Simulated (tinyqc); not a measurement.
# Ground and coupling capacitance from two measurements

Inverse problem. A line has Cg to the planes and Cc to each of two neighbours. Find Cg, Cc, the load when both neighbours switch in antiphase, and the pulse on the line when it floats and both neighbours swing by Vx.

Values chosen for this exercise:

| symbol | value | unit | meaning |
|---|---|---|---|
| Vx | 0.8 | V | swing |

capacitance with neighbours driven alike and with neighbours grounded (aF/um): [71, 161]

Solution. Driven alike, Cc carries no charge, which leaves Cg; grounded neighbours give Cg + 2 Cc, antiphase Cg + 4 Cc; a floating line divides the swing as 2 Cc/(Cg + 2 Cc).

Cg = 71.0 aF/um
Cc = 45.0 aF/um
load in antiphase = 251 aF/um
pulse = 0.447 V

tinyqc, about 1 s, one thread, Intel Xeon 2.30GHz (shared host): `OMP_NUM_THREADS=1 python tinyqc.py 2790133 2790134 out.jsonl`
